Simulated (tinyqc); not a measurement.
Plane-wave Kohn-Sham cycle with exchange-only LDA in a layered model solid, step by step. One step of it, computed by the program tinyqc.

Task: Iteration 1: levels at that k. Diagonalise the Hermitian matrix.

H (hartree), lower triangle:
```
           -3         -2         -1         +0         +1         +2        +3
-3   8.818786
-2  -0.280000   3.720850
-1  -0.045000  -0.280000   0.662088
+0   0.000000  -0.045000  -0.280000  -0.357499
+1   0.000000   0.000000  -0.045000  -0.280000   0.662088
+2   0.000000   0.000000   0.000000  -0.045000  -0.280000   3.720850
+3   0.000000   0.000000   0.000000   0.000000  -0.045000  -0.280000  8.818786
```

Give: eigenvalues.

Result:

eigenvalues (hartree): -0.5038  0.6807  0.7376  3.7312  3.7318  8.8342  8.8342
